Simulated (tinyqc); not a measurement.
Worked calculation (part 3 of 3): UHF in the sto-3g basis, for H6, spin multiplicity 1. This run ends on a higher stationary point, not on the lowest solution. Computed by tinyqc, a small Python program that keeps every step (integrals from PySCF). Command: `OMP_NUM_THREADS=1 python tinyqc.py 31148 31149 out.jsonl` (the two numbers bound the seeds that draw the settings). One thread of a shared host (Intel(R) Xeon(R) Processor @ 2.60GHz), about 0.1 s of CPU time with the checks.

Geometry (angstrom):
```
atom         x         y         z
H     0.000000  0.000000  0.000000
H     0.000000  0.000000  1.215000
H     0.000000  0.000000  2.674000
H     0.000000  0.000000  3.889000
H     0.000000  0.000000  5.348000
H     0.000000  0.000000  6.564000
```

## Convergence

Stop when the energy changes by less than 1e-09 hartree and every element of the error matrix X^T (F D S - S D F) X (for each spin) is below 9e-06.

Course of the cycle:
```
iteration  E (hartree)     change  largest element of the error matrix
1          -2.55145556          -                             2.29e-01
2          -2.97574809  -4.24e-01                             6.94e-02
3          -2.99567463  -1.99e-02                             1.10e-02
4          -2.99790262  -2.23e-03                             4.67e-03
5          -2.99820172  -2.99e-04                             5.23e-03
6          -2.99682326   1.38e-03                             2.39e-03
7          -2.99654828   2.75e-04                             1.17e-03
8          -2.99656126  -1.30e-05                             1.02e-03
9          -2.99660078  -3.95e-05                             8.19e-04
10         -2.99667561  -7.48e-05                             1.79e-04
11         -2.99667807  -2.46e-06                             6.01e-05
12         -2.99667813  -6.20e-08                             6.42e-05
13         -2.99667813  -2.87e-09                             6.46e-05
14         -2.99667809   4.62e-08                             6.03e-05
15         -2.99667801   8.12e-08                             5.77e-05
16         -2.99667801  -4.78e-09                             4.92e-05
17         -2.99667793   7.57e-08                             1.56e-05
18         -2.99667793   2.06e-09                             1.28e-05
19         -2.99667793  -1.71e-09                             1.27e-05
20         -2.99667792   9.67e-09                             1.21e-05
21         -2.99667790   2.49e-08                             4.20e-06
22         -2.99667790   1.90e-09                             4.04e-06
23         -2.99667790  -1.43e-10                             4.03e-06
```

PySCF UHF in the same basis, after a stability check = -3.01673611 hartree

Converged in 23 iterations. But the solution lies 0.02006 hartree above the reference: it is another stationary point, not the lowest one. Reruns (cap 100 unless said): DIIS 8: converged in 15 to a higher stationary point; damping 0.5: not converged; level shift 0.5: converged in 88; atomic densities as start, DIIS 8: converged in 9 to a higher stationary point.

## Populations, bond orders and dipole

D(alpha) after iteration 23:
```
           1H 1s      2H 1s      3H 1s      4H 1s      5H 1s      6H 1s
1H 1s   0.368225   0.351877  -0.045936  -0.124084   0.010592   0.051164
2H 1s   0.351877   0.356862   0.041147  -0.043009  -0.010493   0.010588
3H 1s  -0.045936   0.041147   0.362296   0.342873  -0.043023  -0.124160
4H 1s  -0.124084  -0.043009   0.342873   0.362043   0.041217  -0.045848
5H 1s   0.010592  -0.010493  -0.043023   0.041217   0.356913   0.351987
6H 1s   0.051164   0.010588  -0.124160  -0.045848   0.351987   0.368401
```

D(beta) after iteration 23:
```
           1H 1s      2H 1s      3H 1s      4H 1s      5H 1s      6H 1s
1H 1s   0.368102   0.351875  -0.045871  -0.124085   0.010614   0.051164
2H 1s   0.351875   0.356961   0.041151  -0.043040  -0.010489   0.010601
3H 1s  -0.045871   0.041151   0.362070   0.342876  -0.043084  -0.124161
4H 1s  -0.124085  -0.043040   0.342876   0.362295   0.041201  -0.045916
5H 1s   0.010614  -0.010489  -0.043084   0.041201   0.357140   0.351989
6H 1s   0.051164   0.010601  -0.124161  -0.045916   0.351989   0.368183
```

overlap S:
```
          1H 1s     2H 1s     3H 1s     4H 1s     5H 1s     6H 1s
1H 1s  1.000000  0.379543  0.035468  0.002344  0.000036  0.000000
2H 1s  0.379543  1.000000  0.272216  0.035468  0.001255  0.000036
3H 1s  0.035468  0.272216  1.000000  0.379543  0.035468  0.002338
4H 1s  0.002344  0.035468  0.379543  1.000000  0.272216  0.035399
5H 1s  0.000036  0.001255  0.035468  0.272216  1.000000  0.379047
6H 1s  0.000000  0.000036  0.002338  0.035399  0.379047  1.000000
```

Mulliken: Z minus the diagonal of D S on the atom; Loewdin: the same with S^(1/2) D S^(1/2); Mayer order: 2 sum_s sum (D(s) S)_ij (D(s) S)_ji over the two atoms.

Charges (e):
```
atom   Mulliken    Loewdin  Mulliken spin
1H     0.000406  -0.002705       0.000122
2H    -0.000252   0.002808      -0.000099
3H    -0.000148  -0.000097       0.000224
4H    -0.000162  -0.000107      -0.000246
5H    -0.000248   0.002803      -0.000221
6H     0.000404  -0.002702       0.000220
```

Mayer bond orders:
```
pair      order
2-1    0.927993
3-1   -0.001088
3-2    0.072109
4-1    0.062919
4-2   -0.001057
4-3    0.867038
5-1   -0.000103
5-2    0.001058
5-3   -0.001058
5-4    0.072188
6-1    0.010278
6-2   -0.000103
6-3    0.062998
6-4   -0.001088
6-5    0.927915
```

dipole moment about the origin, x y z (debye): 0.000000  0.000000  -0.000030

<S^2> of the determinant (pure state: 0) = 1.11e-07
